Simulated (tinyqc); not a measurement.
## Inverter chain driving a load

N inverters, each f = Hc^(1/N) times larger than the one before: delay tau N (f + pp). Switched capacitance in units of the first input, with output capacitance pp times the input: Hc + (1 + pp)(Hc - 1)/(f - 1).

Parameters, values chosen for the exercise:
- Hc = 1000 (load over the input capacitance of the chain)
- pp = 0.6 (parasitic delay of an inverter)
- tau = 2.5 ps (delay unit)

Result of one run:
```
f      delay (ps)  switched capacitance
3.981       57.26                  1536
```

Which number of stages N gave this result: 4, 5, 7, 8 or 10?

N = 5.

The whole series:
```
N       f  delay (ps)  switched capacitance
3   10.00       79.50                  1178
4   5.623       62.23                  1346
5   3.981       57.26                  1536
6   3.162       56.43                  1739
7   2.683       57.45                  1950
8   2.371       59.43                  2166
9   2.154       61.97                  2385
10  1.995       64.88                  2606
```

The delay goes from 79.5 through a minimum of 56.4 (at N = 6 among the rows listed) to 64.9 ps. The best stage effort solves pp + rho (1 - ln rho) = 0, rho = 3.27, which gives N = ln Hc/ln rho = 5.84. One stage fewer than the best costs 1.5 % in delay and saves 12 % of the switched capacitance.

tinyqc, about 0.01 s, one thread, Intel Xeon 2.30GHz (shared host): `OMP_NUM_THREADS=1 python tinyqc.py 2082134 2082135 out.jsonl`
